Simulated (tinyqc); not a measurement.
Regular and subregular solution with a miscibility gap: one step, computed by the program tinyqc. Command: `OMP_NUM_THREADS=1 python tinyqc.py 3001064 3001065 out.jsonl regsol walk`. One thread of a shared host (Intel(R) Xeon(R) Processor @ 2.30GHz), about 0.02 s of CPU time with the checks.

Per mole of mixing sites: G(x) = x (1 - x) [L0 + L1 (1 - 2x)] + R T [x ln x + (1 - x) ln(1 - x)], x the fraction of B.

Task: First Newton step for the common tangent. G' = L0 (1 - 2x) + L1 (1 - 6x + 6x^2) + R T ln[x/(1 - x)]; G'' = -2 L0 - 6 L1 (1 - 2x) + R T/[x (1 - x)]. Common tangent: F1 = G'(x1) - G'(x2) = 0 and F2 = [G - x G'](x1) - [G - x G'](x2) = 0. Newton step: J = [[G''(x1), -G''(x2)], [-x1 G''(x1), x2 G''(x2)]], J dx = -F; a step that would leave 0 < x < 1 is halved until it stays inside. The start is x1 = s0, x2 = 1 - s0.

Inputs (values chosen for the exercise, for a model alloy): asymmetry L1 = 1.3 kJ/mol; temperature T = 399 K; start value s0 = 0.01.

L0 = 9.84 kJ/mol

Constants: R = 8.314462618 J/(mol K).

Give: F; J; new (x1, x2).

Result:

F (kJ/mol): F1 -11.20, F2 6.82

J (kJ/mol):
```
,1,2
1,307.8,-323.1
2,-3.1,319.8
```

new (x1, x2): [0.0241, 0.9688]
